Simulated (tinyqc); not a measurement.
Ionisation potential and affinity of a slab from the planar-averaged potential: one step. Running means. Three cases, with inputs chosen for the exercise.

Task: Apply the first mean, then the second.

Running mean over n points, periodic: for odd n the plain mean of the n points centred on j; for even n the n + 1 points with half weight at both ends. The macroscopic average applies the mean over n1 points and then over n2 points.

Give: after the mean over n1 points; macroscopic average.

Case 1.

Values chosen (out of a larger set: gap near that of Si; not measured data): n1 = 6 (grid points per period of A); n2 = 5 (grid points per period of the vacuum filter).

V(z_j) (eV): [-2.82000, -7.01257, -12.36886, -13.97036, -13.42362, -9.14949, -5.63515, -9.17257, -13.54389, -14.37964, -13.54489, -9.17498, -5.63999, -9.17498, -13.54489, -14.37964, -13.54389, -9.17257, -5.63515, -9.14949, -13.42362, -13.97036, -12.36886, -7.01257, -2.82000, -2.16243, -1.17614, -0.40964, -0.12138, -0.02551, -0.00485, -0.00243, -0.00112, -0.00040, -0.00021, -0.00025, -0.00047, -0.00243, -0.01164, -0.03998, -0.12138, -0.26137, -0.48973, -2.16243]

Result:

after the mean over n1 points (eV): [-5.328, -7.548, -9.209, -10.025, -10.440, -10.718, -10.850, -10.894, -10.906, -10.909, -10.910, -10.910, -10.910, -10.910, -10.910, -10.909, -10.906, -10.894, -10.850, -10.718, -10.440, -10.025, -9.209, -7.606, -5.455, -3.304, -1.701, -0.885, -0.470, -0.192, -0.060, -0.016, -0.004, -0.001, -0.001, -0.002, -0.006, -0.019, -0.051, -0.114, -0.334, -0.748, -1.564, -3.165]

macroscopic average (eV): [-5.363, -7.055, -8.510, -9.588, -10.248, -10.585, -10.762, -10.855, -10.894, -10.906, -10.909, -10.910, -10.910, -10.910, -10.909, -10.906, -10.894, -10.855, -10.762, -10.585, -10.248, -9.600, -8.547, -7.120, -5.455, -3.790, -2.363, -1.310, -0.662, -0.325, -0.148, -0.055, -0.016, -0.005, -0.003, -0.006, -0.016, -0.038, -0.105, -0.253, -0.562, -1.185, -2.228, -3.671]

Around the middle of vacuum the first mean varies by 5 meV over five points and the second by 14 meV.

Case 2.

Values chosen (out of a larger set: gap near that of InAs; not measured data): n1 = 7 (grid points per period of A); n2 = 6 (grid points per period of the vacuum filter).

V(z_j) (eV): [-1.33500, -3.80224, -8.43535, -11.61137, -11.76722, -9.01000, -4.80288, -2.66976, -4.80438, -9.02142, -11.82402, -11.82403, -9.02147, -4.80449, -2.67000, -4.80449, -9.02147, -11.82403, -11.82402, -9.02142, -4.80438, -2.66976, -4.80288, -9.01000, -11.76722, -11.61137, -8.43535, -3.80224, -1.33500, -1.00226, -0.58612, -0.21267, -0.05681, -0.01147, -0.00161, -0.00024, -0.00011, -0.00006, -0.00002, -0.00001, 0.00000, 0.00000, 0.00000, -0.00003, -0.00021, -0.00105, -0.00397, -0.01147, -0.02308, -0.04802, -0.31214, -1.88196]

Result:

after the mean over n1 points (eV): [-3.918, -5.592, -6.835, -7.252, -7.443, -7.586, -7.670, -7.700, -7.708, -7.710, -7.710, -7.710, -7.710, -7.710, -7.710, -7.710, -7.710, -7.710, -7.710, -7.710, -7.708, -7.700, -7.670, -7.586, -7.443, -7.252, -6.709, -5.506, -3.855, -2.204, -1.001, -0.458, -0.267, -0.124, -0.040, -0.010, -0.002, 0.000, 0.000, 0.000, 0.000, 0.000, 0.000, -0.001, -0.002, -0.006, -0.013, -0.057, -0.326, -0.517, -1.059, -2.263]

macroscopic average (eV): [-3.925, -5.018, -5.994, -6.750, -7.238, -7.487, -7.598, -7.658, -7.691, -7.705, -7.709, -7.710, -7.710, -7.710, -7.710, -7.710, -7.710, -7.710, -7.709, -7.705, -7.691, -7.658, -7.598, -7.476, -7.210, -6.710, -5.943, -4.958, -3.855, -2.752, -1.767, -1.000, -0.500, -0.234, -0.112, -0.052, -0.019, -0.005, -0.001, 0.000, 0.000, 0.000, -0.001, -0.003, -0.008, -0.040, -0.110, -0.241, -0.518, -1.031, -1.818, -2.821]

Around the middle of vacuum the first mean varies by 0 meV over five points and the second by 1 meV.

Case 3.

Values chosen (out of a larger set: gap near that of InAs; not measured data): n1 = 5 (grid points per period of A); n2 = 5 (grid points per period of the vacuum filter).

V(z_j) (eV): [-0.12000, -2.96012, -7.12841, -7.76442, -4.03346, -0.23768, -4.11690, -8.23457, -8.24218, -4.13182, -0.23998, -4.13265, -8.24701, -8.24701, -4.13265, -0.23998, -4.13182, -8.24218, -8.23457, -4.11690, -0.23768, -4.03346, -7.76442, -7.12841, -2.96012, -0.12000, -1.17270, -1.11878, -0.48277, -0.09935, -0.00232, -0.01593, -0.01266, -0.00512, -0.00115, -0.00005, -0.00115, -0.00512, -0.01266, -0.01593, -0.00232, -0.09935, -0.48277, -1.11878, -1.17270]

Result:

after the mean over n1 points (eV): [-2.500, -3.829, -4.401, -4.425, -4.656, -4.877, -4.973, -4.993, -4.993, -4.996, -4.999, -5.000, -5.000, -5.000, -5.000, -4.999, -4.996, -4.993, -4.993, -4.973, -4.877, -4.656, -4.425, -4.401, -3.829, -2.500, -1.171, -0.599, -0.575, -0.344, -0.123, -0.027, -0.007, -0.007, -0.004, -0.003, -0.004, -0.007, -0.007, -0.027, -0.123, -0.344, -0.575, -0.599, -1.171]

macroscopic average (eV): [-2.500, -3.265, -3.962, -4.438, -4.667, -4.785, -4.898, -4.966, -4.991, -4.996, -4.998, -4.999, -5.000, -5.000, -4.999, -4.998, -4.996, -4.991, -4.966, -4.898, -4.785, -4.667, -4.438, -3.962, -3.265, -2.500, -1.735, -1.038, -0.562, -0.333, -0.215, -0.102, -0.034, -0.010, -0.005, -0.005, -0.005, -0.010, -0.034, -0.102, -0.215, -0.333, -0.562, -1.038, -1.735]

Around the middle of vacuum the first mean varies by 4 meV over five points and the second by 5 meV.

Computed by tinyqc, one run a case: `OMP_NUM_THREADS=1 python tinyqc.py N N+1 out.jsonl` with N = 1850719, 1850779, 1850781; one thread of a shared Intel(R) Xeon(R) Processor @ 2.30GHz, about 0.01 s a run at most.
